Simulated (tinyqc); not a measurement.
# MESFET, gradual channel with velocity saturation: effects of single changes

A uniformly doped n-type channel, depleted from the top by a Schottky gate; at channel potential V the depleted share of a is u = sqrt((Vbi - Vg + V)/Vp), s at the source. Electrons drift with v = mu E/(1 + mu E/vsat). Abrupt depletion edge, no series resistance, source at 0.

Inputs (values chosen for the exercise); material values those of a made-up semiconductor: temperature T = 300 K; relative permittivity of the semiconductor eps_r = 13.5; conduction-band density of states at T Nc = 5.28e17 cm^-3; donor density of the channel Nd = 2.8e17 cm^-3; channel thickness a = 120 nm; low-field mobility at this doping mu = 3900 cm^2/(V s); saturation velocity vsat = 7.3e6 cm/s; gate length L = 0.3 um; gate width W = 300 um; Schottky barrier phiB = 0.81 V; gate voltage Vg = 0 V.

Constants: q = 1.602176634e-19 C, kB = 1.380649e-23 J/K, Vt = kB T/q, eps0 = 8.8541878128e-14 F/cm where lengths are in cm. Results are converted to the units shown.

Each table varies one quantity; the others keep the values above.

## Effect of the saturation velocity on saturation

Vbi = phiB - Vt ln(Nc/Nd); Vp = q Nd a^2/(2 eps0 eps_r); G0 = q mu Nd a W/L; Z = mu Vp/(vsat L); s = sqrt((Vbi - Vg)/Vp). I = (G0 Vp/3) F/(1 + Z (u^2 - s^2)), F = 3 (u^2 - s^2) - 2 (u^3 - s^3), with u at V = Vd; Z = 0 gives constant mobility, for which u stops at 1. The current peaks at u = um, the root of (1 - u)(1 + Z (u^2 - s^2)) = Z F/3; beyond Vdsat = Vp (um^2 - s^2) it is held at that value. gm = G0 (um - s)/(1 + Z (um^2 - s^2)).

The same in every row: Isat for Z = 0 (mA) = 826.9.

Result of one run:
```
vsat (cm/s),Z,um,Vdsat (V),Isat (mA),gm (mS)
7.7e6,45.62,0.6560,0.3691,42.78,33.11
```

What becomes of these results when the saturation velocity vsat is changed from 7.7e6 to 3.1e7 cm/s, all else the same?

Result of the changed run:
```
vsat (cm/s),Z,um,Vdsat (V),Isat (mA),gm (mS)
3.1e7,11.33,0.7373,0.6755,131.5,107.0
```

The whole series:
```
vsat (cm/s),Z,um,Vdsat (V),Isat (mA),gm (mS)
3e6,117.1,0.6178,0.2377,18.52,14.09
4.8e6,73.18,0.6352,0.2967,28.28,21.67
7.7e6,45.62,0.6560,0.3691,42.78,33.11
1.2e7,29.27,0.6786,0.4509,62.28,48.77
2e7,17.56,0.7086,0.5631,94.13,75.08
3.1e7,11.33,0.7373,0.6755,131.5,107.0
5e7,7.026,0.7713,0.8141,184.6,154.5
```

As vsat goes from 3e6 to 5e7 cm/s, Vdsat rises from 0.238 to 0.814 V, Isat rises from 18.5 to 185 mA and gm rises from 14.1 to 155 mS. Isat is 0.0224 of the constant-mobility value in the first row and 0.223 in the last. In every row Nd is not small against Nc, so the Boltzmann form of Vbi is rough.

## Effect of the donor density of the channel on saturation

Same model as above.

Results:
```
Nd (cm^-3),Z,um,Vdsat (V),Isat (mA),Isat for Z = 0 (mA),gm (mS)
1.4e17,24.06,0.8474,0.1946,8.994,69.82,21.09
1.9e17,32.65,0.7576,0.2688,19.39,240.9,25.57
2.5e17,42.97,0.6826,0.3335,33.41,591.1,29.75
3.4e17,58.43,0.6060,0.4065,56.40,1422,34.87
4.6e17,79.06,0.5384,0.4806,89.40,3113,40.50
8.4e17,144.4,0.4246,0.6393,203.5,1.294e4,53.98
```

Estimate the missing row, Nd = 6.2e17 cm^-3.

Computed row:
```
Nd (cm^-3),Z,um,Vdsat (V),Isat (mA),Isat for Z = 0 (mA),gm (mS)
6.2e17,106.6,0.4787,0.5571,136.1,6418,46.76
```

With this row back in the table: As Nd goes from 1.4e17 to 8.4e17 cm^-3, Vdsat rises from 0.195 to 0.639 V, Isat rises from 8.99 to 204 mA and gm rises from 21.1 to 54.0 mS. Isat is 0.129 of the constant-mobility value in the first row and 0.0157 in the last. For Nd = 1.9e17 to 8.4e17 cm^-3 Nd is not small against Nc, so the Boltzmann form of Vbi is rough.

Program tinyqc, `OMP_NUM_THREADS=1 python tinyqc.py 2500054 2500055 out.jsonl`; Intel Xeon 2.30GHz, shared host, one thread, about 0.04 s.
